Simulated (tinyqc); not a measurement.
Singlet against triplet in a field: parabolic quantum dot in a magnetic field (Fock-Darwin).

Two dimensions, V = m w0^2 r^2/2, one valley. hbar wc = 2 muB B/m, W = sqrt(w0^2 + wc^2/4), E(n, l, s) = (2n + |l| + 1) hbar W - l hbar wc/2 + s gs muB B, n = 0, 1, ..., l = 0, +/-1, ..., s = +/-1/2; length lam = sqrt(2c/(m hbar W)), c = hbar^2/2m0.

Two electrons, first order in the Coulomb energy: the singlet (0,0)^2 has 2W + J0 and the lowest triplet (0,0)(0,1) has 3W - wc/2 + J0/2 - Ez, with J0 = sqrt(pi/2) q/(eps lam), q = e^2/(4 pi eps0), Ez = |gs| muB B.

Exact treatment: the centre of mass separates with energy W, and the relative motion obeys [-(2c/m) Laplacian + (2c/m) r^2/(2 lam^2)^2 + q/(eps r)] psi = e_l psi for angular number l, solved in 14 Gaussians r^l exp(-a r^2), a = 1.7^i/(4 lam^2), i = -3 to 10. E(S) = W + e_0, E(T) = W + e_1 - wc/2 - Ez.

Constants: muB = 5.788381798e-05 eV/T; hbar^2/2m0 = 3.80998211 eV angstrom^2; e^2/(4 pi eps0) = 14.39964547 eV angstrom.

Values chosen for the exercise (near those of a gate-defined dot in Si; the results hold for these values, not for the real material):
- m = 0.1845 m0 (mass)
- gs = 1.95 (g factor)
- w0 = 3.1 meV (confinement energy hbar w0)
- eps = 11.4 (dielectric constant)
- Bs = (0, 1.2, 2.5, 4, 5.9, 8.9, 13) T (fields)

For each field, first order and exact.

Energies (meV):

| B (T) | J0 | W - wc/2 | Ez | E(T) - E(S), first order | exact |
|---|---|---|---|---|---|
| 0 | 13.715 | 3.100 | 0.000 | -3.758 | 0.92 |
| 1.2 | 13.766 | 2.746 | 0.135 | -4.272 | 0.41 |
| 4.0 | 14.246 | 2.089 | 0.451 | -5.485 | -0.69 |
| 5.9 | 14.802 | 1.760 | 0.666 | -6.307 | -1.40 |
| 8.9 | 15.911 | 1.380 | 1.005 | -7.580 | -2.44 |
| 13 | 17.631 | 1.044 | 1.467 | -9.239 | -3.77 |

Give the missing row, B (T) = 2.5.

Computed row:
```
B (T)      J0  W - wc/2     Ez  E(T) - E(S), first order  exact
2.5    13.930     2.413  0.282                    -4.834  -0.11
```

Exactly, the triplet drops below the singlet between 1.2 and 2.5 T. First order has the triplet lower even at zero field, which the exact solution forbids; with J0/W = 4.42 at zero field it misses the splitting there by 4.67 meV. From the first row to the last the orbital cost falls by 2.06 meV, the Coulomb gain J0/2 (half direct, half exchange) grows by 1.96 meV and the Zeeman gain by 1.47 meV. States of higher angular number, which take over at higher fields, in soft dots already within such a table, are left out.

Computed by tinyqc, a small Python program: `OMP_NUM_THREADS=1 python tinyqc.py 1252376 1252377 out.jsonl` (the numbers bound the seed that draws the inputs); one thread of a shared host (Intel(R) Xeon(R) Processor @ 2.30GHz), about 0.07 s for the whole set of steps.
